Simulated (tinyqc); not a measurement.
# Square on-chip spiral inductor, lumped pi model, step by step

Computed by the program tinyqc: `OMP_NUM_THREADS=1 python tinyqc.py 2302085 2302086 out.jsonl`, one thread of a shared Intel Xeon 2.30GHz, about 0.01 s for the whole run. Printed values are rounded.

Outer diameter do = di + 2 n wd + 2 (n - 1) sp, mean da = (do + di)/2, fill p = (do - di)/(do + di), length l = 4 n da. L = 2.34 mu0 n^2 da/(1 + 2.75 p), mu0 = 4 pi 1e-7 H/m. Rs = rho l/(wd delta (1 - exp(-th/delta))), delta = sqrt(rho/(pi f mu0)). Cs = n wd^2 eps0 eo/hu across the coil. At each end Cox = l wd eps0 eo/(2 ho) leads to the substrate branch Rsi = 2 rs he/(l wd) in parallel with Csi = l wd eps0 11.7/(2 he). With one end grounded Y = 1/(Rs + i w L) + i w Cs + 1/[1/(i w Cox) + 1/(1/Rsi + i w Csi)], w = 2 pi f; Q = -Im Y/Re Y. Eddy currents in neighbouring turns and in the substrate are left out.

Values chosen for this exercise; values of the order met in silicon radio-frequency processes: number of turns n = 4.5; line width wd = 8 um; space between turns sp = 1.5 um; inner diameter di = 40 um; metal thickness th = 2 um; metal resistivity rho = 3 uohm cm; oxide below the coil ho = 10 um; oxide between coil and underpass hu = 1.4 um; relative permittivity of the oxide eo = 3.9; substrate resistivity rs = 1 ohm cm; effective spreading depth in the substrate he = 30 um; frequency f = 3.2 GHz.

Constants: eps0 = 8.8541878128e-12 F/m. Results are converted to the units shown.

## Geometry and model elements

do, l, L, delta, Rs, Cs, Cox, Rsi and Csi as defined.

do = 122.5 um
l = 1462.50 um
L = 2.01911 nH
delta = 1.54101 um
Rs = 4.89618 ohm
Cs = 7.10359 fF
Cox = 20.2008 fF
Rsi = 51.2821 ohm
Csi = 20.2008 fF

Rs is 1.79 times the direct-current value in this empirical form, which overstates the skin effect of a flat slab when delta is near th and so stands in for some current crowding.

## Admittance, quality factor and apparent inductance

Series branch 1/(Rs + i w L), substrate branch, total Y, Q = -Im Y/Re Y, apparent inductance Im(1/Y)/w, metal-only value w L/Rs, share of the loss in the substrate Re(substrate branch)/Re Y.

series branch = 2.9282-24.2795i mS
substrate branch = 0.008445+0.405810i mS
Y = 2.9367-23.7308i mS
Q = 8.08080
apparent inductance = 2.06422 nH
w L/Rs = 8.29147
share of the loss in the substrate = 0.287576 %

Q is 97.5 % of the metal-only value.
